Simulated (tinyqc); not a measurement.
Inside a calculation. Model: electroplating on a thin resistive seed layer: kinetics, Wagner number and the terminal effect across a wafer. Computed by tinyqc, a small Python program that keeps every step. Command: `OMP_NUM_THREADS=1 python tinyqc.py 3120970 3120971 out.jsonl terminal walk`. One thread of a shared host (Intel(R) Xeon(R) Processor @ 2.30GHz), about 0.02 s of CPU time with the checks. Intermediate numbers are printed to about 6 digits and carried at full precision; extremes and crossings named in words are read from the listed rows.

Current enters the seed at the rim. The bath is treated as a local resistance per area (no lateral flow in the liquid), two electrons per ion, molar volume 7.11 cm^3/mol, Faraday constant F = e N_A, kinematic viscosity 0.01 cm^2/s, omega = 2 pi x rpm/60; k_B T/e is in volts.

Inputs (values chosen for the exercise, of the order of those for copper plating from an acid sulfate bath):
```
quantity                               value         unit
wafer radius R                            10           cm
seed thickness t                         100           nm
seed resistivity                          17  microohm cm
bath conductivity kappa                 0.51         S/cm
gap to the anode h                       1.8           cm
extra resistance of a porous plate         0     ohm cm^2
exchange current density i_0            0.74      mA/cm^2
cathodic transfer coefficient alpha     0.32            -
mean current density                     4.2      mA/cm^2
diffusivity of the metal ion         4.4e-06       cm^2/s
metal ion concentration                 0.85        mol/L
rotation rate                            100          rpm
temperature T                            298            K
```

Constants: e = 1.602176634e-19 C; N_A = 6.02214076e+23 1/mol; k_B = 8.617333262e-05 eV/K.

## Rate, limit and resistances

Growth rate = i V_m/(2 F). Levich limit i_L = 0.62 x 2 F D^(2/3) omega^(1/2) nu^(-1/6) c. Tafel overpotential eta = (k_B T/(alpha e)) ln(i/i_0); kinetic resistance k_B T/(alpha e i); bath resistance h/kappa + plate; R_s = resistivity/t; Wagner number = kinetic resistance x kappa/R.

growth rate = 92.8493 nm/min

limiting current i_L = 190.379 mA/cm^2

overpotential = 139.327 mV

kinetic resistance = 19.1069 ohm cm^2

bath resistance R_b = 3.52941 ohm cm^2

sheet resistance R_s = 1.7 ohm/square

Wagner number = 0.974451

## Linear estimate of the terminal effect

Linearised: with R_t = kinetic + bath resistance the current density obeys (1/r)(r i')' = i R_s/R_t, so i = A I_0(r/l), l = sqrt(R_t/R_s); with x = R/l, edge/centre = I_0(x) and edge/mean = x I_0(x)/(2 I_1(x)). Voltage drop in the seed for a uniform current: i R_s R^2/4.

length l = 3.64904 cm

x = R/l = 2.74045

edge over centre, linear = 3.96591

edge over mean, linear = 1.73709

drop for uniform current = 178.5 mV

## Current distribution

Full model: seed potential phi(r) with (1/r)(r phi')' = R_s i, where i solves phi = R_b i + (k_B T/(alpha e)) ln(i/i_0) (phi being the driving voltage left at r); phi'(0) = 0 and phi'(R) = R_s i_mean R/2. Solved by collocation to a tolerance of 1e-7.

Across the wafer:
```
r/R   i (mA/cm^2)   i/mean  i/mean, linear
0.00      2.13487  0.50830         0.43801
0.20      2.22577  0.52995         0.47152
0.40      2.53364  0.60325         0.57980
0.60      3.19539  0.76081         0.78800
0.75      4.13616  0.98480         1.03804
0.90      5.87826  1.39959         1.40450
1.00      7.93251  1.88869         1.73709
```

edge over centre, full model = 3.71569

The full model gives 3.72 against 3.97 from the linear form.

## As the film thickens, and with more bath resistance

The film is taken as uniform, with the seed resistivity; the last column adds 100 ohm cm^2 to R_b. Extra power of that plate = i^2 x 100 ohm cm^2 x area.

Edge over centre:
```
thickness (nm)  R_s (ohm/square)  as given  with 100 ohm cm^2 more
100                      1.70000   3.71569                 1.37711
150                      1.13333   2.63038                 1.24454
200                      0.85000   2.15357                 1.18085
300                      0.56667   1.72212                 1.11887
500                      0.34000   1.41040                 1.07052
1000                     0.17000   1.19652                 1.03496
2000                     0.08500   1.09607                 1.01740
```

extra power = 0.554177 W

The ratio falls below 1.1 from 2000 nm on as given, and from 500 nm on with the added resistance: what counts is R_s R^2 against the sum of kinetic and bath resistance.

Checks made by the program: mean of the distribution (relative difference 3e-07).
